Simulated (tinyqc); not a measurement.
Wannier function of the lower band of a two-orbital chain: one step. The same from overlaps (Marzari-Vanderbilt). Two cases, with inputs chosen for the exercise.

Task: b = 2 pi/N; M_j = u_j^+ diag(1, exp(-i b xb)) u_(j+1), with u_N = u_0. Centre = -(1/2 pi) sum arg M_j; gauge-invariant part Omega_I = (1/(N b^2)) sum (1 - |M_j|^2); gauge-dependent part Omega_D = (1/(N b^2)) sum (arg M_j + b centre)^2.

Case 1.

Values chosen: xb = 0.45 a (position of B (A at 0)).

Mesh:

| j | E lower (eV) | E upper (eV) | u_A | u_B | \|<trial\|u>\| |
|---|---|---|---|---|---|
| 0 | -2.950776 | 1.690776 | 0.7161890 | 0.6979064 | 0.969191 |
| 1 | -2.443339 | 1.813339 | 0.7145423-0.0484793i | 0.6928408+0.0839685i | 0.965232 |
| 2 | -1.363578 | 1.993578 | 0.7138680-0.0616175i | 0.6893516+0.1067246i | 0.962904 |
| 3 | -0.770571 | 2.030571 | 0.7171331 | 0.6969362 | 0.969524 |
| 4 | -1.363578 | 1.993578 | 0.7138680+0.0616175i | 0.6893516-0.1067246i | 0.962904 |
| 5 | -2.443339 | 1.813339 | 0.7145423+0.0484793i | 0.6928408-0.0839685i | 0.965232 |

Case 2.

Values chosen: xb = 0.45 a (position of B (A at 0)).

Mesh:

| j | E lower (eV) | E upper (eV) | u_A | u_B | \|<trial\|u>\| |
|---|---|---|---|---|---|
| 0 | -3.493865 | 3.573865 | 0.7470008 | 0.6648232 | 0.979333 |
| 1 | -3.133411 | 3.173411 | 0.7542721-0.0748074i | 0.6392880+0.1295702i | 0.972863 |
| 2 | -2.228438 | 2.188438 | 0.7887521-0.1069987i | 0.5762597+0.1853272i | 0.971209 |
| 3 | -1.574471 | 1.494471 | 0.8436821 | 0.5368432 | 0.999072 |
| 4 | -2.228438 | 2.188438 | 0.7887521+0.1069987i | 0.5762597-0.1853272i | 0.971209 |
| 5 | -3.133411 | 3.173411 | 0.7542721+0.0748074i | 0.6392880-0.1295702i | 0.972863 |

Give: Overlaps; centre from overlaps; Omega_I; Omega_D.

Result:

Case 1.

Overlaps:

| j | \|M_j\| | arg M_j (rad) |
|---|---|---|
| 0 | 0.9900 | -0.2055 |
| 1 | 0.9781 | -0.2227 |
| 2 | 0.9375 | -0.2591 |
| 3 | 0.9375 | -0.2591 |
| 4 | 0.9781 | -0.2227 |
| 5 | 0.9900 | -0.2055 |

centre from overlaps = 0.219 a
Omega_I = 0.0560 a^2
Omega_D = 0.0005 a^2

The centre is the Berry phase over 2 pi and does not depend on the trial orbital (modulo a). Omega_D is 0.8 % of the total; in one dimension a gauge that spreads the phase evenly removes it. The total is 0.0565 a^2, against 0.0592 a^2 (centre 0.219 a) in real space on 96 cells.

Case 2.

Overlaps:

| j | \|M_j\| | arg M_j (rad) |
|---|---|---|
| 0 | 0.9962 | -0.1736 |
| 1 | 0.9857 | -0.1639 |
| 2 | 0.9066 | -0.1537 |
| 3 | 0.9066 | -0.1537 |
| 4 | 0.9857 | -0.1639 |
| 5 | 0.9962 | -0.1736 |

centre from overlaps = 0.156 a
Omega_I = 0.0651 a^2
Omega_D = 0.0001 a^2

The centre is the Berry phase over 2 pi and does not depend on the trial orbital (modulo a). Omega_D is 0.1 % of the total; in one dimension a gauge that spreads the phase evenly removes it. The total is 0.0651 a^2, against 0.0725 a^2 (centre 0.156 a) in real space on 96 cells.

Computed by tinyqc, one run a case: `OMP_NUM_THREADS=1 python tinyqc.py N N+1 out.jsonl` with N = 1450576, 1450779; one thread of a shared Intel(R) Xeon(R) Processor @ 2.30GHz, about 0.2 s a run at most.
